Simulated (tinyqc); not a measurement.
# Schottky barrier on an n-type semiconductor, non-linear Poisson equation by Newton steps: two studies

One dimension, metal at x = 0, donor density C(x) = Nd, uniform. Energies are counted from the electron Fermi level of the semiconductor and the conduction-band edge is Ec = -psi, so n = Nc exp(psi/Vt); holes follow the Fermi level of the metal, at -V, so p = Nv exp((V - psi - Eg)/Vt). Ends: psi(0) = V - phiB and psi = Vt ln(Nd/Nc) deep inside. Boltzmann statistics, full ionisation, no current, no image force in the Poisson equation.

Values chosen for this exercise; band and dielectric values close to those of indium phosphide:
```
symbol    value   unit                                  meaning
T           400      K                              temperature
Eg         1.35     eV                                 band gap
eps_r      12.4                           relative permittivity
Nc      8.65e17  cm^-3   conduction-band density of states at T
Nv      1.69e19  cm^-3      valence-band density of states at T
Nd       2.3e16  cm^-3  donor density deep in the semiconductor
phiB       0.82     eV                           barrier height
```

Constants: q = 1.602176634e-19 C, kB = 1.380649e-23 J/K, Vt = kB T/q, eps0 = 8.8541878128e-14 F/cm where lengths are in cm. Results are converted to the units shown.

Each table varies one quantity; the others keep the values above.

## Capacitance-voltage profiling

The Poisson equation d/dx(eps0 eps_r dpsi/dx) = -q (p - n + C) is solved on a mesh of about 1000 nodes or more that ends in neutral material. C_s = q d/dV of the integral of n over x, from the linearised equation. Probed depth w = eps0 eps_r/C_s; apparent doping N_app = C_s^3/(q eps0 eps_r dC_s/dV), the derivative by central differences over +/- 0.02 V.

The same in every row: true C(w) (cm^-3) = 2.300e16.

Result of one run:
```
V (V)  C_s (nF/cm^2)  w (nm)  N_app (cm^-3)  |E_0| (kV/cm)
-0.5           41.75   263.0       2.300e16          88.26
```

What becomes of these results when the bias of the metal against the semiconductor V is changed from -0.5 to -1.5 V, all else the same?

Result of the changed run:
```
V (V)  C_s (nF/cm^2)  w (nm)  N_app (cm^-3)  |E_0| (kV/cm)
-1.5           30.60   358.8       2.300e16          120.4
```

The whole series:
```
V (V)  C_s (nF/cm^2)  w (nm)  N_app (cm^-3)  |E_0| (kV/cm)
0              55.34   198.4       2.299e16          66.59
-0.5           41.75   263.0       2.300e16          88.26
-1             34.90   314.6       2.300e16          105.6
-1.5           30.60   358.8       2.300e16          120.4
-2             27.57   398.2       2.300e16          133.6
-2.5           25.30   434.0       2.300e16          145.7
-3             23.51   467.0       2.300e16          156.8
-3.5           22.05   497.9       2.300e16          167.1
-4             20.83   527.0       2.300e16          176.9
-4.5           19.80   554.5       2.300e16          186.1
-5             18.90   580.8       2.300e16          194.9
```

C_s falls from 55.3 to 18.9 nF/cm^2 while the probed depth goes from 198 to 581 nm. The apparent doping stays near 2.30e16 cm^-3. It departs most from the true doping at that depth for V = 0 V, where it is 0.057 % below it; so the doping is read well over the depths probed.

## Effect of the bias of the metal against the semiconductor

First integral for uniform doping: E_0^2 = (2 q/(eps0 eps_r)) [Nd (U - Vt + Vt exp(-U/Vt)) + Vt p_0], U = Vbi - V, Vbi = phiB - Vt ln(Nc/Nd), p_0 = Nv exp((phiB - Eg)/Vt) (deep holes neglected). Image-force lowering dphi = sqrt(q E_0/(4 pi eps0 eps_r)), at x_m = sqrt(q/(16 pi eps0 eps_r E_0)). W = sqrt(2 eps0 eps_r U/(q Nd)).

The same in every row: Vbi (V) = 0.6950; p_0/Nd = 1.543e-4.

Effect of the bias of the metal against the semiconductor:
```
V (V)  W (nm)  E_0 (kV/cm)  dphi (mV)  exp(dphi/Vt)
0       203.5        66.59      27.81         2.241
-2.9    462.8        154.6      42.37         3.419
-5.7    617.3        206.6      48.98         4.142
-8.6    744.2        249.3      53.81         4.764
-11.4   849.0        284.5      57.48         5.300
-14.3   945.3        316.9      60.66         5.812
-17.1    1030        345.3      63.32         6.278
-20      1110        372.4      65.76         6.739
```

As V goes from 0 to -20, the surface field rises from 66.6 to 372 kV/cm, the lowering rises from 27.8 to 65.8 mV and W rises from 204 to 1110 nm. The reverse current factor exp(dphi/Vt) grows by 3.01 over the table, so a thermionic reverse current does not saturate.

Numbers from tinyqc (`OMP_NUM_THREADS=1 python tinyqc.py 2020041 2020042 out.jsonl`; about 0.06 s on one thread of a shared Intel Xeon 2.30GHz).
